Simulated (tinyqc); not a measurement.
# Diffused layer (Gaussian), carriers, mobility and sheet resistance: what changes with what

An n-type layer from the surface x = 0 to the junction xj, N(x) = N0 exp(-(x/Ld)^2). Local neutrality (no depletion at surface or junction, no spilling of carriers), intrinsic carriers neglected, full ionisation of active dopants.

Parameters, values chosen for the exercise; values close to those of arsenic in silicon over a p-type background: temperature T = 300 K; background doping of the opposite type Nb = 5.9e16 cm^-3; peak chemical concentration N0 = 4.5e18 cm^-3; mobility limit at high doping m1 = 53.2 cm^2/(V s); mobility limit at low doping, at 300 K m2 = 1460 cm^2/(V s); reference doping of the mobility law Nr = 9.46e16 cm^-3; exponent of the mobility law am = 0.705; temperature exponent of m2 bt = 2.3; solubility limit of active dopant Ns = 1.97e20 cm^-3; diffusion length 2 sqrt(D t) Ld = 51 nm.

Constants: q = 1.602176634e-19 C. Results are converted to the units shown.

Each table varies one quantity; the others keep the values above.

## Effect of the peak chemical concentration

xj = Ld sqrt(ln(N0/Nb)). Active dopant A = min(N, Ns); n = A - Nb; mobility mu = m1 + (m2 (T/300 K)^(-bt) - m1)/(1 + ((A + Nb)/Nr)^am). Dose = integral of N, carrier sheet density = integral of n, 1/Rs = q integral of n mu, mean mobility 1/(q Rs sheet density), Hall mobility (unit Hall factor) = integral of n mu^2 over integral of n mu, Hall sheet density = (integral of n mu)^2/integral of n mu^2; all from 0 to xj. Integrals on 4000 steps.

Effect of the peak chemical concentration:
```
N0 (cm^-3)	xj (nm)	dose (cm^-2)	carriers (cm^-2)	Rs (ohm/square)	mean mobility (cm^2/(V s))	Rs xj (ohm nm)	Hall/true sheet density
5.9e17	77.39	2.582e12	2.125e12	7454	394.0	5.768e5	0.9731
1.5e18	91.74	6.705e12	6.164e12	3676	275.5	3.372e5	0.9368
3.6e18	103.4	1.620e13	1.559e13	2078	192.6	2.149e5	0.8988
8.8e18	114.1	3.971e13	3.904e13	1177	135.8	1.343e5	0.8736
2.2e19	124.1	9.938e13	9.864e13	633.2	99.92	7.859e4	0.8749
5.4e19	133.2	2.440e14	2.432e14	323.6	79.30	4.309e4	0.9006
1.3e20	141.5	5.875e14	5.867e14	157.0	67.75	2.222e4	0.9349
3.2e20	149.5	1.446e15	1.168e15	85.36	62.59	1.276e4	0.9602
8e20	157.3	3.616e15	1.529e15	66.36	61.53	1.044e4	0.9704
```

Read the table: what changes, and by how much?

As N0 goes from 5.9e17 to 8e20, xj rises from 77.4 to 157 nm, Rs falls from 7450 to 66.4 ohm/square, the mean mobility falls from 394 to 61.5 cm^2/(V s) and the share of the dose that conducts goes from 82.3 through a maximum of 99.9 (at N0 = 1.3e20 among the rows listed) to 42.3 %. Rs goes as dose^(-0.74) at the low end and dose^(-0.27) at the high end; constant mobility and activation would give -1. Above N0 = Ns = 1.97e20 cm^-3 added dopant only widens the clipped top. For N0 = 5.9e17, 1.5e18 depletion at the junction, left out, would remove a tenth of the carriers or more.

## Effect of the background doping of the opposite type

Same model as above.

xj = Ld sqrt(ln(N0/Nb)). Integrals on 4000 steps.

Effect of the background doping of the opposite type:
```
Nb (cm^-3)	xj (nm)	dose (cm^-2)	carriers (cm^-2)	Rs (ohm/square)	mean mobility (cm^2/(V s))	Rs xj (ohm nm)	Hall/true sheet density
1e14	166.9	2.034e13	2.034e13	1649	186.1	2.753e5	0.7962
3.4e14	157.1	2.034e13	2.033e13	1650	186.0	2.593e5	0.7978
1.2e15	146.3	2.034e13	2.032e13	1654	185.7	2.420e5	0.8026
4e15	135.2	2.034e13	2.028e13	1665	184.8	2.251e5	0.8138
1.4e16	122.5	2.033e13	2.015e13	1697	182.5	2.079e5	0.8390
4.8e16	108.7	2.029e13	1.976e13	1781	177.3	1.935e5	0.8819
1.6e17	93.16	2.014e13	1.865e13	1997	167.6	1.861e5	0.9344
5.6e17	73.62	1.950e13	1.538e13	2696	150.6	1.985e5	0.9792
```

As Nb goes from 1e14 to 5.6e17, xj falls from 167 to 73.6 nm, Rs rises from 1650 to 2700 ohm/square, the mean mobility falls from 186 to 151 cm^2/(V s) and the share of the dose that conducts falls from 100 to 78.9 %. For Nb = 5.6e17 depletion at the junction, left out, would remove a tenth of the carriers or more.

tinyqc, about 0.01 s, one thread, Intel Xeon 2.30GHz (shared host): `OMP_NUM_THREADS=1 python tinyqc.py 2110027 2110028 out.jsonl`
